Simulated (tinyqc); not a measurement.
Inside a calculation. Method: FCI on RHF in the 6-31g basis, for H-, spin multiplicity 1. The basis has no diffuse functions, so it cannot describe the extra electron: this is an exercise in the method, not the real anion. One step of it, computed by the program tinyqc.

Problem. FCI: determinants and Hamiltonian. Slater-Condon rules over spin orbitals, with the nuclear repulsion added and E(HF) subtracted on the diagonal.

one-electron integrals over orbitals h = C^T H C (hartree):
```
[[-0.477654, -0.138978],
 [-0.138978, 0.440356]]
```

Two-electron integrals over orbitals (pq|rs), unique and non-zero (hartree):
```
(11|11) 0.532867   (21|11) 0.138978   (21|21) 0.136050   (22|11) 0.591309
(22|21) 0.243852   (22|22) 0.778941
```

nuclear repulsion = 0 hartree

Hartree-Fock energy = -0.42244193 hartree

Give: determinants; H - E(HF) between determinants.

Solution.

Occupation strings over the orbitals (2 doubly, a alpha, b beta, 0 empty; spin orbitals ordered 1a 1b 2a 2b ...): 20 ab ba 02

H - E(HF) between determinants (hartree), order 20, ab, ba, 02:
```
[[0.0000, 0.0000, 0.0000, 0.1361],
 [0.0000, 0.9765, -0.1361, 0.1049],
 [0.0000, -0.1361, 0.9765, -0.1049],
 [0.1361, 0.1049, -0.1049, 2.0821]]
```
